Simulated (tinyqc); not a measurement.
Mean-field antiferromagnet of the Hubbard model on the square lattice: sweeps and comparisons. A value that a table varies takes the place of the one given here.

e(k) = -2 t (cx + cy) - 4 t2 cx cy, ci = cos ki; one electron a site; Q = (pi, pi). <n_up - n_dn> = m cos(Q.R) gives Delta = U m/2 and bands E = e+ -/+ sqrt(e-^2 + Delta^2), e+- = (e(k) +- e(k + Q))/2 (the constant U/2 is dropped). Means run over the mesh k_i = 2 pi (j + 1/2)/N of the whole zone: mu from mean(f(E-) + f(E+)) = 1; m(out) = mean of Delta (f(E-) - f(E+))/sqrt(e-^2 + Delta^2); free energy per site F = -kT mean[ln(1 + exp(-(E- - mu)/kT)) + ln(1 + exp(-(E+ - mu)/kT))] + mu + U m^2/4. Order at T > 0 in two dimensions is an artefact of mean field.

Constants: kB = 8.617333262e-05 eV/K.

Parameters, chosen for this exercise:

| symbol | value | unit | meaning |
|---|---|---|---|
| t | 0.86 | eV | nearest hopping |
| t2 | -0.05 | eV | second hopping |
| T | 600 | K |  |
| U | 7.15 | eV | on-site repulsion |

## From weak to strong coupling

Mesh N = 48, start m = 0.9, at most 400 steps; U takes the listed multiples of t. The gap (negative: overlap) is read for that Delta on the unshifted mesh N = 64, which holds the band extrema.

Results:

| U/t | m | Delta (eV) | gap (eV) | F - F(0) (meV) | J = 4 t^2/U (meV) |
|---|---|---|---|---|---|
| 1.5 | 0.202 | 0.130 | 0.061 | -0.64 | 2293 |
| 2.0 | 0.374 | 0.322 | 0.444 | -10.64 | 1720 |
| 3.0 | 0.566 | 0.730 | 1.260 | -60.25 | 1147 |
| 4.0 | 0.691 | 1.188 | 2.176 | -146.62 | 860 |
| 5.0 | 0.772 | 1.661 | 3.121 | -262.68 | 688 |
| 6.0 | 0.827 | 2.135 | 4.069 | -400.90 | 573 |
| 8.0 | 0.893 | 3.071 | 5.942 | -721.83 | 430 |
| 12.0 | 0.948 | 4.893 | 9.587 | -1458.50 | 287 |
| 20.0 | 0.981 | 8.433 | 16.665 | -3071.08 | 172 |

Every row has a moment above 0.02; an indirect gap is open from U/t = 1.5 on. With t2/t = -0.06 nesting is spoilt, so order needs a finite U. At U/t = 20 m has reached 0.981 and the gap is 0.97 U. Mean field leaves out spin fluctuations, which lower m (at large U to about 0.6 on the square and 0.85 on the simple cubic lattice) and the ordering temperature, which is zero in two dimensions.

## Order against temperature

Mesh N = 48, start m = 0.9, at most 400 steps; Delta(50 K) = 3.2163 eV.

Results:

| T (K) | kT/Delta(50 K) | m | Delta (eV) |
|---|---|---|---|
| 1870 | 0.050 | 0.900 | 3.2163 |
| 5600 | 0.150 | 0.898 | 3.2102 |
| 9330 | 0.250 | 0.868 | 3.1029 |
| 13060 | 0.350 | 0.766 | 2.7385 |
| 15680 | 0.420 | 0.622 | 2.2228 |
| 17920 | 0.480 | 0.397 | 1.4186 |
| 20150 | 0.540 | 0.000 | 0.0000 |
| 22390 | 0.600 | 0.000 | 0.0000 |
| 26130 | 0.700 | 0.000 | 0.0000 |

The moment is below 0.02 from 20150 K on (kT/Delta = 0.54); close to the transition 400 steps may not suffice, so a small m in the row before can be unconverged. Weak-coupling theory puts the transition at 0.567 and the atomic limit at 0.5. At U/t = 8.3 this scale marks the loss of local moments, while order between them is lost on the scale J = 4 t^2/U = 4802 K. In two dimensions fluctuations forbid long-range order at any finite T, which mean field misses.

## Mesh

Start m = 0.9, at most 400 steps.

Results:

| N | m | Delta (eV) |
|---|---|---|
| 4 | 0.8986 | 3.2126 |
| 6 | 0.8997 | 3.2163 |
| 8 | 0.8997 | 3.2163 |
| 12 | 0.8997 | 3.2163 |
| 16 | 0.8997 | 3.2163 |
| 24 | 0.8997 | 3.2163 |
| 48 | 0.8997 | 3.2163 |

m spans 0.8986 to 0.8997; it stays within 0.002 of the last value from N = 4 on. The level spacing across the Fermi surface, about 4 pi t/N, should fall below the larger of Delta = 3.216 eV and kT, a rough rule that asks for N above about 3.4.

## What moves the order

Mesh N = 48, start m = 0.9; the gap (negative: overlap) is read for that Delta on the unshifted mesh N = 64. Each row changes one parameter from the base and keeps the others.

Results:

| case | m | Delta (eV) | gap (eV) |
|---|---|---|---|
| base | 0.8997 | 3.2163 | 6.2327 |
| U = 7.865 eV | 0.9152 | 3.5989 | 6.9979 |
| t = 0.946 eV | 0.8818 | 3.1524 | 6.1048 |
| t2 = -0.093 eV | 0.8997 | 3.2163 | 6.0607 |
| T = 1200 K | 0.8997 | 3.2163 | 6.2327 |

The largest shifts from the base row, up to three for each result and ties (the steps differ in size, so this ranks the rows, not the parameters). m: t -0.0179, U +0.0155; unchanged at the printed digits by t2 and T. Delta (eV): U +0.3826, t -0.0639; unchanged at the printed digits by t2 and T. gap (eV): U +0.7652, t2 -0.1720, t -0.1279; unchanged at the printed digits by T.

Computed by tinyqc, a small Python program: `OMP_NUM_THREADS=1 python tinyqc.py 1650612 1650613 out.jsonl` (the numbers bound the seed that draws the inputs); one thread of a shared host (Intel(R) Xeon(R) Processor @ 2.30GHz), about 0.1 s for the whole set of steps.
